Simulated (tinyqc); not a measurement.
# Off-state leakage of single and stacked transistors, step by step

tinyqc, about 0.04 s, one thread, Intel Xeon 2.30GHz (shared host): `OMP_NUM_THREADS=1 python tinyqc.py 2242272 2242273 out.jsonl` Printed values are rounded.

n-channel devices of unit width. Subthreshold current I(Vg, Vs, Vd) = I0 (T/300 K)^0.5 exp[(Vg - Vs - VT(T) - gb (Vs - Vb) + dd (Vd - Vs))/(nf Vt)] (1 - exp(-(Vd - Vs)/Vt)), VT(T) = VT - cT (T - 300 K). Gate-edge tunnelling Ig (Vd/1 V) exp(ag (Vd - 1 V)), for a gate at 0 V, and band-to-band leakage Ab u exp(-Bb/u), u = Vd - Vb + 1 V, flow at a drain held at V; both are taken as independent of T. In a stack of off transistors (all gates at 0 V) the same subthreshold current passes through each.

Parameters, values chosen for the exercise; values of the order met in bulk silicon logic transistors: temperature T = 330 K; supply voltage V = 0.9 V; threshold at 300 K, zero drain and body bias VT = 0.37 V; fall of the threshold with temperature cT = 0.9 mV/K; current at threshold at 300 K I0 = 0.26 uA/um; slope factor nf = 1.26; drain-induced lowering per volt dd = 0.08; rise of the threshold per volt of source-body bias gb = 0.14; gate-edge tunnelling current at 1 V Ig = 0.0006 uA/um; exponential slope of the gate current ag = 4.5 1/V; prefactor of band-to-band leakage at the drain Ab = 70 uA/(um V); its exponential voltage Bb = 23 V; body voltage Vb = -0.3 V.

Constants: q = 1.602176634e-19 C, kB = 1.380649e-23 J/K, Vt = kB T/q. Results are converted to the units shown.

## Leakage of one transistor

Vg = Vs = 0, Vd = V; effective threshold VT(T) - gb Vb - dd V.

effective threshold = 0.313 V
parts (nA/um): subthreshold 0.04384270, gate edge 0.3443192, band-to-band 4.437816
total = 4.825978 nA/um
shares (%): subthreshold 0.9084728, gate edge 7.134703, band-to-band 91.95682

The band-to-band part is the largest.

## Starting value

Vx = dd V/(1 + gb + 2 dd), the solution for Vx well above Vt, rounded to three decimals.

Vx at the start = 0.055 V

## Iteration 1: new Vx

Stack of two, Vx the node between them: I_low = I(0, 0, Vx), I_up = I(0, Vx, V), f = ln(I_up/I_low), f' = -(1 + gb + 2 dd)/(nf Vt) - 1/(Vt (exp(Vx/Vt) - 1)) - 1/(Vt (exp((V - Vx)/Vt) - 1)), Vx(new) = Vx - f/f'.

I_low = 0.005685005 nA/um
I_up = 0.006739066 nA/um
f = 0.1700894
f' = -42.22392 1/V
Vx after iteration 1 = 0.05902827 V

## Iteration 2: new Vx

As before.

I_low = 0.005864398 nA/um
I_up = 0.005875337 nA/um
f = 0.001863560
f' = -41.32646 1/V
Vx after iteration 2 = 0.05907337 V

## Iteration 3: new Vx

As before.

I_low = 0.005866321 nA/um
I_up = 0.005866323 nA/um
f = 2.061068e-7
f' = -41.31732 1/V
Vx after iteration 3 = 0.05907337 V

## Course of the iteration

Stop when the step is below 1e-11 V, or after 40 iterations.

Course of the iteration:

| iteration | Vx before the step (V) | step (V) |
|---|---|---|
| 1 | 0.055 | 4.03e-3 |
| 2 | 0.05902827 | 4.51e-5 |
| 3 | 0.05907337 | 4.99e-9 |
| 4 | 0.05907337 | < 1e-15 |

Converged in 4 iterations. The subthreshold current of the stack is 0.005866 nA/um, 7.47 times less than that of one transistor (the drain leakage is unchanged); the estimate exp[dd V (1 + gb + dd)/((1 + gb + 2 dd) nf Vt)] gives 6.59.
